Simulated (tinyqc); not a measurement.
CMOS latch-up, two-transistor model: one step of the calculation.

A parasitic pnp (emitter at Vdd, base shunted by Rw) and npn (emitter at ground, base shunted by Rs) feed each other: the npn collector current flows out of the pnp base node, the pnp collector current into the npn base node. Forward-active transistors with constant gains: Icn = Isn exp(Vn/Vt), Icp = Isp (exp(Vp/Vt) - 1). A current Ii is injected into the npn base node.

Question. Holding current and voltage. On state with both base-emitter voltages at Von: npn base current Ib = (Von/Rs + bp Von/Rw)/(bn bp - 1), holding current Ih = (bn + 1) Ib + Von/Rs, holding voltage Vh = Vsat + Von + R2 (Ib + Von/Rs).

Values chosen for this exercise; values close to those of bulk CMOS:
```
symbol,value,unit,meaning
bn,23.1,,current gain of the npn
bp,3.2,,current gain of the pnp
Rs,210,ohm,substrate resistance shunting the npn
Rw,390,ohm,well resistance shunting the pnp
R2,48,ohm,resistance from the pnp collector to the npn base
Von,0.72,V,base-emitter voltage in the on state
Vsat,0.07,V,saturation voltage
Vdd,1.2,V,supply voltage
```

Wanted: bn bp; Ib; Ih; Vh.

Answer.

bn bp = 73.920
Ib = 0.12803 mA
Ih = 6.5142 mA
Vh = 0.96072 V

Vh is below Vdd = 1.2 V, so the supply can sustain a latched state.

Program tinyqc, `OMP_NUM_THREADS=1 python tinyqc.py 2670061 2670062 out.jsonl`; Intel Xeon 2.30GHz, shared host, one thread, about 0.04 s.
